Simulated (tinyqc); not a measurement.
Born-Oppenheimer dynamics on the UHF/sto-3g surface (energies and gradients from PySCF), for H3, spin multiplicity 2, step by step. One step of it, computed by the program tinyqc.

Question. Velocity Verlet step 2. dt = 0.5 fs = 20.6707 atomic units; x' = x + v dt - g dt^2 / (2m); after the new gradient g', v' = v - (g + g') dt / (2m).

positions after step 1 (bohr):
```
            x          y          z
1H   0.024867   0.094161  -0.076876
2H  -0.024418  -0.064239   1.631029
3H  -0.053361   1.321232   0.717297
```

velocities after step 1 (bohr per atomic time unit):
```
               x             y             z
1H   0.000389822   0.001873798  -0.003458275
2H  -0.000111316  -0.002833565   0.005613097
3H  -0.000278506   0.000959767  -0.002154822
```

gradient after step 1 (hartree/bohr):
```
              x            y            z
1H  -0.00170878  -0.12461583   0.21364960
2H   0.00481493   0.17877198  -0.37855676
3H  -0.00310616  -0.05415615   0.16490716
```

masses (electron masses): 1H 1837.152588, 2H 1837.152588, 3H 1837.152588

gradient after step 2 (hartree/bohr):
```
              x            y            z
1H   0.00052085  -0.09906795   0.11670643
2H   0.00322561   0.11652802  -0.23776766
3H  -0.00374645  -0.01746008   0.12106123
```

Give: positions after step 2; velocities after step 2.

Answer.

positions after step 2 (bohr):
```
          x        y        z
1H   0.0331   0.1474  -0.1732
2H  -0.0273  -0.1436   1.7911
3H  -0.0588   1.3474   0.6536
```

velocities after step 2 (bohr per atomic time unit):
```
             x           y           z
1H   0.0003965   0.0031322  -0.0053168
2H  -0.0001565  -0.0044948   0.0090804
3H  -0.0002400   0.0013627  -0.0037636
```
